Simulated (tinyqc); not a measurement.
Comparisons within one model: metal-induced gap states at the contact of a metal chain and a two-band chain. A value that a table varies takes the place of the one given here.

The semiconductor alternates sites A at -Eg/2 and C at +Eg/2 with hopping -t; the gap runs from -Eg/2 to Eg/2. In the gap cosh(q a) = 1 + (Eg^2/4 - E^2)/(2 t^2) and the amplitude changes by -exp(-q a) a period. The metal has site energy 0 and hopping -tm; its end site has g_m = (E - i sqrt(4 tm^2 - E^2))/(2 tm^2). Sites 1, 2, ... count into the semiconductor, with energies e1, e2 alternating. The clean half chain has g1 = 1/(E - e1 - t^2 g2), g2 = 1/(E - e2 - t^2 g1), decaying root. With the contact G11 = 1/(1/g1 - tc^2 g_m), and the density on site j is -Im G_jj/pi = |psi_j/psi_1|^2 (-Im G11/pi), per spin, with psi_2/psi_1 = -t g2, psi_3/psi_2 = -t g1.

Constants: e^2/(4 pi eps0) = 14.39964547 eV angstrom.

Inputs chosen for the exercise (gap and optical dielectric constant near those of GaAs; the chain itself is a model; shifted at random, so the results belong to these values and not to a real crystal): Eg = 1.49 eV (gap); t = 2.94 eV (hopping in the semiconductor); tm = 1.83 eV (hopping in the metal); tc = 1.28 eV (hopping across the contact); end = A (site that touches the metal); a = 4 angstrom (period (two sites); one chain for each area a^2); eps = 11 (dielectric constant); E = 0.17 eV (energy from mid-gap).

## Across the gap

E = f Eg. Share on C: the part of the summed density that lies on C sites, whose orbitals make the conduction edge.

Gap states:

| f | E (eV) | xi = 1/(2q) (angstrom) | D1 (1/eV) | D2 (1/eV) | sum (1/eV) | share on C |
|---|---|---|---|---|---|---|
| -0.48 | -0.715 | 28.19 | 0.2445 | 0.0046 | 1.8835 | 0.019 |
| -0.40 | -0.596 | 13.17 | 0.1262 | 0.0120 | 0.5277 | 0.087 |
| -0.30 | -0.447 | 9.88 | 0.0744 | 0.0152 | 0.2691 | 0.170 |
| -0.15 | -0.224 | 8.29 | 0.0407 | 0.0172 | 0.1513 | 0.297 |
| 0.00 | 0.000 | 7.91 | 0.0239 | 0.0186 | 0.1070 | 0.437 |
| 0.15 | 0.224 | 8.29 | 0.0137 | 0.0200 | 0.0882 | 0.593 |
| 0.30 | 0.447 | 9.88 | 0.0068 | 0.0222 | 0.0869 | 0.766 |
| 0.40 | 0.596 | 13.17 | 0.0032 | 0.0245 | 0.1058 | 0.885 |
| 0.48 | 0.715 | 28.19 | 0.0006 | 0.0285 | 0.2200 | 0.979 |

What can be read from the table?

The decay length xi of the density is shortest at mid-gap, 7.91 angstrom, and grows to 28.2 near the edges. The summed density is least at f = 0.3 (0.0869) and largest at f = -0.48 (1.8835 1/eV). The share on C goes from 0.02 to 0.98 and passes one half near f = +0.060, a point that depends on which site ends the chain. The states turn from valence-like to conduction-like across the gap; the branch point, where the decay is fastest, lies at mid-gap in this symmetric chain and is the usual estimate of the neutrality level.

## Wider gaps pin less

E = 0; Eg is varied and eps follows 1 + (eps0 - 1)(Eg0/Eg), with the given Eg and eps as Eg0 and eps0. xi = 1/(2q), N = 2 (summed density)/a^2, S = 1/(1 + 4 pi e^2 N xi/eps).

Against the gap:

| Eg (eV) | eps | xi (angstrom) | summed density (1/eV) | S | S at fixed eps |
|---|---|---|---|---|---|
| 0.50 | 30.80 | 23.53 | 0.3424 | 0.145 | 0.057 |
| 0.75 | 20.87 | 15.69 | 0.2242 | 0.208 | 0.121 |
| 1.10 | 14.55 | 10.71 | 0.1491 | 0.287 | 0.234 |
| 1.50 | 10.93 | 7.86 | 0.1062 | 0.367 | 0.368 |
| 2.30 | 7.48 | 5.15 | 0.0653 | 0.496 | 0.591 |
| 3.40 | 5.38 | 3.51 | 0.0407 | 0.625 | 0.773 |
| 5.50 | 3.71 | 2.21 | 0.0216 | 0.774 | 0.910 |
| 9.00 | 2.66 | 1.42 | 0.0104 | 0.888 | 0.971 |

What does this show, and why?

From Eg = 0.5 to 9 eV xi falls by a factor 16.6 and the summed density by 32.9, so at fixed eps S rises from 0.06 to 0.97. The weaker screening of wide-gap solids works against this: with it S goes from 0.14 to 0.89.

## Weakening the contact bond

At the given E, tc is varied, as by a thin spacer. xi = 1/(2q), N = 2 (summed density)/a^2, S = 1/(1 + 4 pi e^2 N xi/eps) with xi and eps kept.

Against tc:

| tc (eV) | D1 (1/eV) | summed density (1/eV) | S |
|---|---|---|---|
| 0.10 | 0.00010 | 0.00057 | 0.9906 |
| 0.25 | 0.00062 | 0.00357 | 0.9438 |
| 0.50 | 0.00247 | 0.01428 | 0.8073 |
| 0.80 | 0.00633 | 0.03652 | 0.6210 |
| 1.20 | 0.01397 | 0.08068 | 0.4259 |
| 1.80 | 0.02810 | 0.16220 | 0.2695 |
| 2.50 | 0.03889 | 0.22451 | 0.2104 |
| 3.50 | 0.03560 | 0.20551 | 0.2255 |

How do the results move?

For a weak bond the density goes as tc^2 (ratio 6.25 between 0.25 and 0.1 eV, against 6.25). It is largest at tc = 2.5 eV among these rows and falls beyond, as the first site pairs off with the metal. S is 0.991 at 0.1 eV and has its least value, 0.210, in that row.

## What each parameter does

xi = 1/(2q), summed density, and S = 1/(1 + 4 pi e^2 N xi/eps), N = 2 (summed density)/a^2. Each row changes one parameter from the base and keeps the others.

Results:

| case | xi (angstrom) | summed density (1/eV) | S |
|---|---|---|---|
| base | 8.127 | 0.09108 | 0.3965 |
| Eg = 1.639 eV | 7.357 | 0.08269 | 0.4442 |
| t = 3.234 eV | 8.936 | 0.08439 | 0.3921 |
| tm = 2.013 eV | 8.127 | 0.08318 | 0.4184 |
| tc = 1.408 eV | 8.127 | 0.10841 | 0.3557 |
| eps = 12.1 | 8.127 | 0.09108 | 0.4195 |
| end = C | 8.127 | 0.13707 | 0.3039 |

What can be read from the table?

The largest shifts from the base row, up to three for each result and ties (the steps differ in size, so this ranks the rows, not the parameters). xi (angstrom): t +0.809, Eg -0.770; unchanged at the printed digits by tm, tc, eps and end. summed density (1/eV): end +0.04599, tc +0.01733, Eg -0.00839; unchanged at the printed digits by eps. S: end -0.0926, Eg +0.0477, tc -0.0408. The decay length belongs to the semiconductor alone; the metal and the contact set only the amplitude.

Program tinyqc; command `OMP_NUM_THREADS=1 python tinyqc.py 1482488 1482489 out.jsonl`; about 0.01 s on one thread of a shared Intel(R) Xeon(R) Processor @ 2.30GHz.
